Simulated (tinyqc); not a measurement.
Potential-pH (Pourbaix) lines of a metal, its cation, its oxide and an oxyanion, with a complexing ligand: one step, computed by the program tinyqc.

Potentials are against the standard hydrogen electrode; solids and water have unit activity; dG_f of M, H+ and the electron is zero; F = e N_A and s = R T ln(10)/F. The cation carries z = 3.

Problem. Standard potentials. M3+ + 3e = M; (1/2) M2O3 + 3H+ + 3e = M + (3/2) H2O; MO2(-) + 4H+ + 3e = M + 2H2O. For each, E0 = -dG/(z F), and E = E0 + (s/z) log10 a - (s n_H/z) pH, with no activity term for the oxide.

Inputs (values chosen for the exercise, modelled on gallium):

| quantity | value | unit |
|---|---|---|
| dG_f of the cation | -160.4 | kJ/mol |
| dG_f of the oxide | -996.69 | kJ/mol |
| dG_f of the oxyanion | -532.86 | kJ/mol |
| dG_f of water | -237.14 | kJ/mol |
| temperature T | 298.15 | K |

Species: M, M3+, M2O3, MO2(-).

Constants: R = 8.314462618 J/(mol K); e = 1.602176634e-19 C; N_A = 6.02214076e+23 1/mol.

Give: s; E0.

Solution.

s = 0.059159 V

E0 (V): cation -0.55414, oxide -0.49277, oxyanion -0.20238

The metal is less noble than hydrogen.
